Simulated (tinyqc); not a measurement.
# Resonant-tunnelling diode, transfer matrices and Tsu-Esaki current: effect of temperature at two biases

Emitter (band edge 0), barrier d1, well Lw, barrier d2, spacer ds, collector (edge -V). The bias drops linearly over these layers and none in the contacts; each layer is cut into ns equal slices, flat at the value of their centres. E is the energy of motion across the layers, C = hbar^2/(2 m0), psi and psi'/m are continuous. Transport is coherent, T(E) is taken as independent of the transverse momentum, and charge in the well is ignored.

The current at V = 1.17 V and at V = 1.79 V, Ef held fixed. For the pair (psi, psi'/m) a flat layer has M = [[cos kd, (m/k) sin kd], [-(k/m) sin kd, cos kd]] with k = sqrt(m (E - U)/C) above its edge U, and M = [[cosh Kd, (m/K) sinh Kd], [(K/m) sinh Kd, cosh Kd]] with K = sqrt(m (U - E)/C) below it. Later slices stand to the left. With M acting on (psi, psi'/m) and v = k/m in each lead, T(E) = 4 vL vR/[(vL vR M12 - M21)^2 + (vR M11 + vL M22)^2]. J = J0 times the integral over E > 0 of T(E) N(E), N = ln[(1 + exp((Ef - E)/Vt))/(1 + exp((Ef - V - E)/Vt))], J0 = q^2 mw m0 kB T/(2 pi^2 hbar^3) (times 1e-4 for A/cm^2 per eV). The integral is converged to the digits shown.

Parameters, values chosen for the exercise; masses and offsets of a made-up heterostructure: mass in the well, spacer and contacts mw = 0.26 m0; barrier height U1 = 1 eV; barrier mass m1 = 0.49 m0; emitter barrier d1 = 0.8 nm; well width Lw = 1.2 nm; collector barrier d2 = 0.8 nm; slices in each layer ns = 1; undoped spacer after the collector barrier ds = 3.8 nm; Fermi energy of both contacts above their band edges Ef = 0.16 eV.

Constants: q = 1.602176634e-19 C, kB = 1.380649e-23 J/K, hbar = 1.054571817e-34 J s, m0 = 9.1093837015e-31 kg, Vt = kB T/q, hbar^2/(2 m0) = 0.0380998212 eV nm^2. Results are converted to the units shown.

Result of one run:
```
T (K)  J at 1.17 V (kA/cm^2)  J at 1.79 V (kA/cm^2)  ratio
77                      2274                  44.40  51.22
```

What becomes of these results when the temperature T is changed from 77 to 220 K, all else the same?

Result of the changed run:
```
T (K)  J at 1.17 V (kA/cm^2)  J at 1.79 V (kA/cm^2)  ratio
220                     2278                  46.82  48.65
```

The whole series:
```
T (K)  J at 1.17 V (kA/cm^2)  J at 1.79 V (kA/cm^2)  ratio
40                      2274                  44.15  51.49
77                      2274                  44.40  51.22
150                     2275                  45.34  50.18
220                     2278                  46.82  48.65
300                     2286                  49.22  46.44
400                     2307                  53.34  43.26
```

The first current rises from 2270 to 2310 kA/cm^2, the second rises from 44.2 to 53.3 kA/cm^2, and their ratio falls from 51.5 to 43.3.

Program tinyqc, `OMP_NUM_THREADS=1 python tinyqc.py 2600030 2600031 out.jsonl`; Intel Xeon 2.30GHz, shared host, one thread, about 0.04 s.
